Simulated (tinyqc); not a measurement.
# Floating body of a partially depleted SOI transistor: body voltage and kink: effects of single changes

Source at 0 V. Channel current Ic = 2 nf K Vt^2 [F(0) - F(Vd)](1 + la Vd), F(V) = ln^2(1 + exp((Vg - VT - nf V)/(2 nf Vt))), VT = VT0 - gb Vb. Saturation voltage Vs = 2 Vt sqrt(F(0)) + 3 Vt, excess Ve = (Vd - Vs + sqrt((Vd - Vs)^2 + 0.0004 V^2))/2, multiplication M1 = Ai Ve exp(-Bl/Ve). Each junction passes D(v) = J1 (exp(v/Vt) - 1) + J2 (exp(v/(2 Vt)) - 1). Bipolar current Ib = bb J1 (exp(Vb/Vt) - 1). The body settles where M1 (Ic + Ib) = D(Vb) + D(Vb - Vd) + Vb/Rb; drain current Id = (1 + M1)(Ic + Ib) - D(Vb - Vd).

Values chosen for this exercise; values of the order met in partially depleted silicon-on-insulator transistors:
- T = 300 K (temperature)
- VT0 = 0.49 V (threshold at zero body voltage)
- gb = 0.35 (fall of the threshold per volt of body voltage)
- nf = 1.48 (slope factor)
- K = 360 uA/(V^2 um) (gain factor per width)
- la = 0.03 1/V (channel-length modulation factor)
- Ai = 3.83 1/V (impact-ionisation prefactor)
- Bl = 4.1 V (impact-ionisation voltage)
- J1 = 6.6e-12 uA/um (diffusion saturation current of each junction)
- J2 = 5.1e-9 uA/um (recombination saturation current of each junction)
- bb = 1 (gain of the lateral bipolar transistor on the diffusion current)
- Rb = 1e9 kohm um (resistance of a weak body tie to the source (1e9 stands for no tie, and the term is then dropped))
- Vg = 0.81 V (gate voltage)
- Vd = 1.1 V (drain voltage)

Constants: q = 1.602176634e-19 C, kB = 1.380649e-23 J/K, Vt = kB T/q. Results are converted to the units shown.

Each table varies one quantity; the others keep the values above.

## Output curve and kink

Rows with more than one solution for Vb (latch) are left out; dId/dVd by a forward difference over 1e-4 V, swing = 1e-4 V over the change of log10 Id; M1 under 1e-12 is printed as 0.

Result of one run:

| Vd (V) | Vb (V) | M1 | Id, floating (uA/um) | Id, grounded (uA/um) | ratio | dId/dVd, floating (uS/um) | dId/dVd, grounded (uS/um) |
|---|---|---|---|---|---|---|---|
| 1 | 0.5901 | 0.001567 | 34.85 | 13.03 | 2.675 | 19.06 | 1.389 |

What becomes of these results when the drain voltage Vd is changed from 1 to 0.8 V, all else the same?

Result of the changed run:

| Vd (V) | Vb (V) | M1 | Id, floating (uA/um) | Id, grounded (uA/um) | ratio | dId/dVd, floating (uS/um) | dId/dVd, grounded (uS/um) |
|---|---|---|---|---|---|---|---|
| 0.8 | 0.4909 | 4.097e-5 | 30.14 | 12.85 | 2.345 | 30.20 | 0.5115 |

The whole series:

| Vd (V) | Vb (V) | M1 | Id, floating (uA/um) | Id, grounded (uA/um) | ratio | dId/dVd, floating (uS/um) | dId/dVd, grounded (uS/um) |
|---|---|---|---|---|---|---|---|
| 0.8 | 0.4909 | 4.097e-5 | 30.14 | 12.85 | 2.345 | 30.20 | 0.5115 |
| 1 | 0.5901 | 0.001567 | 34.85 | 13.03 | 2.675 | 19.06 | 1.389 |
| 1.2 | 0.6463 | 0.01251 | 38.55 | 13.48 | 2.859 | 19.81 | 3.364 |
| 1.4 | 0.6829 | 0.04719 | 43.53 | 14.43 | 3.017 | 32.04 | 6.194 |
| 1.6 | 0.7099 | 0.1190 | 52.31 | 15.99 | 3.271 | 58.79 | 9.477 |
| 1.8 | 0.7321 | 0.2357 | 68.82 | 18.23 | 3.776 | 113.1 | 12.90 |
| 2 | 0.7528 | 0.4002 | 102.4 | 21.15 | 4.845 | 245.2 | 16.26 |
| 2.2 | 0.7758 | 0.6108 | 187.7 | 24.72 | 7.592 | 729.6 | 19.47 |

Vb rises from 0.491 to 0.776 V and the ratio of the currents rises from 2.35 to 7.59. The output conductance with a floating body exceeds the grounded value by the largest factor among the rows, 59.0, at Vd = 0.8 V, where Vb = 0.491 V and M1 = 4.10e-5.

## Transfer curve and swing

Same model as above.

Transfer curve and swing:

| Vg (V) | Vb (V) | M1 | Id, floating (uA/um) | Id, grounded (uA/um) | ratio | swing, floating (mV/decade) | swing, grounded (mV/decade) |
|---|---|---|---|---|---|---|---|
| 0.04 | 0.3540 | 0.07079 | 1.607e-4 | 6.134e-6 | 26.20 | 60.87 | 88.30 |
| 0.14 | 0.4572 | 0.06961 | 0.005401 | 8.302e-5 | 65.05 | 69.76 | 88.57 |
| 0.24 | 0.5359 | 0.06465 | 0.1121 | 0.001102 | 101.7 | 85.67 | 89.79 |
| 0.34 | 0.5887 | 0.05261 | 1.034 | 0.01365 | 75.76 | 131.5 | 94.14 |
| 0.44 | 0.6159 | 0.03737 | 4.093 | 0.1373 | 29.81 | 215.9 | 108.2 |
| 0.54 | 0.6275 | 0.02423 | 9.744 | 0.8911 | 10.94 | 325.3 | 144.7 |
| 0.64 | 0.6302 | 0.01457 | 17.82 | 3.347 | 5.324 | 444.9 | 212.9 |
| 0.74 | 0.6269 | 0.008072 | 28.15 | 8.246 | 3.414 | 567.2 | 306.9 |
| 0.84 | 0.6186 | 0.004038 | 40.65 | 15.71 | 2.588 | 690.6 | 414.3 |

What does the table show?

Vb goes from 0.354 through a maximum of 0.630 (at Vg = 0.64 V among the rows listed) to 0.619 V. The smallest swing among the rows is 60.9 mV a decade with a floating body (at Vg = 0.04 V) and 88.3 with a grounded one; Vt ln 10 = 59.5. The floating swing is smaller by more than 3 % for Vg = 0.04, 0.14, 0.24 V, where the rising Vb lowers the threshold as Vg rises. In the first row the floating body raises the current by a factor of 26.2.

Range of the model: The multiplication law is an empirical form chosen for the exercise; self-heating and capacitive coupling to the body are left out, and the linear laws are rough once Vb passes about 0.7 V or M1 about 0.1.

Computed by the program tinyqc: `OMP_NUM_THREADS=1 python tinyqc.py 2182055 2182056 out.jsonl`, one thread of a shared Intel Xeon 2.30GHz, about 0.2 s for the whole run.
